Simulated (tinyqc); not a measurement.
Tension along [110]: repopulation and mass change: two-band k.p model of the Delta valleys near the X point under shear strain.

Valley pair on the [001] axis, kz counted from the X point, c = hbar^2/2m0, k0 = kx0 2 pi/a. H = (c kz^2/ml + c (kx^2 + ky^2)/mt + c k0^2/ml) 1 + (2 c k0 kz/ml) sigma_z + (D exy - 2 c kx ky/Mp) sigma_x, so E = c kz^2/ml + c (kx^2 + ky^2)/mt + c k0^2/ml -/+ sqrt((2 c k0 kz/ml)^2 + (D exy - 2 c kx ky/Mp)^2). Without strain the lower band has its minima, E = 0, at kz = +/- k0. Shifts from diagonal strain are left out.

For |eta| < 1: k_min = k0 sqrt(1 - eta^2), E_min = -Delta eta^2/2, ml(eta) = ml/(1 - eta^2), 1/m[110] = 1/mt + eta/Mp, 1/m[1-10] = 1/mt - eta/Mp. For |eta| > 1 the minimum sits at X: E_min = -Delta (2 |eta| - 1)/2, ml(eta) = ml/(1 - 1/|eta|), and eta is replaced by its sign in the transverse masses. Here Delta = 2 c k0^2/ml and eta = D exy/Delta.

s11 = (C11 + C12)/((C11 - C12)(C11 + 2 C12)), s12 = -C12/((C11 - C12)(C11 + 2 C12)), s44 = 1/C44; exx = s11 sxx + s12 (syy + szz) and cyclic, exy = s44 sxy/2; tension is positive. A uniaxial stress X along the unit vector n is s_ij = X n_i n_j.

Constants: hbar^2/2m0 = 3.80998211 eV angstrom^2; kB = 8.617333262e-05 eV/K.

Values chosen for the exercise (near those of Si; the results hold for these values, not for the real material): a = 5.433 angstrom (lattice constant); ml = 0.919 m0 (longitudinal mass); mt = 0.195 m0 (transverse mass); kx0 = 0.145 2 pi/a (distance of the minimum from X); D = 14.1 eV (shear deformation potential); Mp = 0.23 m0 (coupling mass); C11 = 167 GPa; C12 = 63.1 GPa; C44 = 79.3 GPa; Xu = 9.66 eV (uniaxial potential); T = 350 K (temperature).

The z valleys move against the x and y valleys by Xu (ezz - exx) and, through the shear, by E_min. Share of the z valleys n = w/(w + 2 exp(dE/kT)), dE the total relative shift, w = sqrt(ml(eta) m[110] m[1-10]/(ml mt^2)). Along [110]: 1/m_c = n/m[110] + (1 - n)(1/ml + 1/mt)/2. Fixed masses means E_min = 0, w = 1, m[110] = mt. Gains are against 3/(1/ml + 2/mt) at a fixed scattering time.

Results:

| X (GPa) | Xu (ezz - exx) (meV) | E_min (meV) | m[110] | m_c fixed masses | m_c with shear | gain fixed (%) | gain with shear (%) |
|---|---|---|---|---|---|---|---|
| 0.00 | 0.0 | 0.0 | 0.1950 | 0.2644 | 0.2644 | 0.0 | 0.0 |
| 0.25 | -11.6 | -0.3 | 0.1874 | 0.2523 | 0.2465 | 4.8 | 7.3 |
| 0.50 | -23.2 | -1.1 | 0.1804 | 0.2405 | 0.2273 | 9.9 | 16.3 |
| 1.00 | -46.5 | -4.2 | 0.1679 | 0.2211 | 0.1922 | 19.6 | 37.6 |
| 1.50 | -69.7 | -9.5 | 0.1569 | 0.2086 | 0.1671 | 26.8 | 58.3 |
| 2.00 | -93.0 | -16.9 | 0.1474 | 0.2017 | 0.1509 | 31.1 | 75.2 |
| 3.00 | -139.5 | -38.1 | 0.1313 | 0.1965 | 0.1316 | 34.6 | 100.9 |

At 1 GPa repopulation alone gives 19.6 % and the shear terms raise it to 37.6 %. From 2 to 3 GPa the fixed-mass gain grows by 3.5 points, towards its ceiling of 35.6 % when all electrons sit in the z valleys, whereas the gain with shear grows by 25.7 points because m[110] keeps falling.

tinyqc: `OMP_NUM_THREADS=1 python tinyqc.py 1050068 1050069 out.jsonl`; about 0.01 s, one thread, shared Intel(R) Xeon(R) Processor @ 2.30GHz.
